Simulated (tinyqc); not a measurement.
Admittance spectroscopy of a deep trap: effect of the trap density.

Schottky contact on an n-type layer with shallow donors Nd (all ionised) and a donor-like deep trap, neutral when filled and positive when empty; depletion approximation. Traps within lam of the depletion edge stay filled. The traps at xt = W - lam, where the level crosses the Fermi level, follow a slow signal and not a fast one. w = 2 pi f.

Emission rate en = sn vth(T) Nc(T) exp(-Et/kB T) = sn g T^2 exp(-Et/kB T), g = vth Nc/(300 K)^2, as vth goes as T^0.5 and Nc as T^1.5 (degeneracy factor 1). lam = sqrt(2 eps0 eps_r (EF - ET)/(q Nd)), EF - ET = Et - (kB T/q) ln(Nc(T)/Nd), Nc(T) = Nc (T/300 K)^1.5. In the steady state at the band bending V, 2 eps0 eps_r V/q = Nd W^2 + Nt (W - lam)^2 (the second term only if W > lam). V = Vbi + Vr. C_HF = eps0 eps_r/W, C_LF = eps0 eps_r (Nd + Nt)/(Nd W + Nt xt). Inflection frequency w0 = 2 en [1 + Nt xt/(Nd W)]; C = C_HF + (C_LF - C_HF)/(1 + (w/w0)^2), G/w = (C_LF - C_HF)(w/w0)/(1 + (w/w0)^2).

Parameters, values chosen for the exercise; material values close to those of silicon:
```
symbol,value,unit,meaning
eps_r,11.5,,relative permittivity
Nc,2.85e19,cm^-3,conduction-band density of states at 300 K
vth,2.4e7,cm/s,thermal velocity at 300 K
Nd,7.4e16,cm^-3,shallow donor density
Vbi,0.79,V,built-in voltage
Et,0.25,eV,depth of the trap below the conduction edge
sn,6.4e-14,cm^2,capture cross-section
Vr,0.6,V,reverse bias
T,156,K,temperature
```

Constants: q = 1.602176634e-19 C, kB = 1.380649e-23 J/K, eps0 = 8.8541878128e-14 F/cm where lengths are in cm. Results are converted to the units shown.

Effect of the trap density:
```
Nt (cm^-3),W (nm),step (% of C_HF),w0/(2 en)
1.8e15,153.76,0.87378,1.0155
3.5e15,153.07,1.6827,1.0300
7.1e15,151.65,3.3462,1.0605
1.4e16,149.12,6.3646,1.1180
2.9e16,144.31,12.288,1.2396
5.7e16,137.16,21.644,1.4553
1.1e17,127.58,35.652,1.8330
2.3e17,114.77,58.665,2.5892
```

Read the table: what changes, and by how much?

The step rises from 0.874 to 58.7 %, as Nt^(0.99) between the first two rows and Nt^(0.68) between the last two, and w0/(2 en) rises from 1.02 to 2.59: for Nt near Nd the rule w0 = 2 en overstates the cross-section by that factor.

Numbers from tinyqc (`OMP_NUM_THREADS=1 python tinyqc.py 2050026 2050027 out.jsonl`; about 0.01 s on one thread of a shared Intel Xeon 2.30GHz).
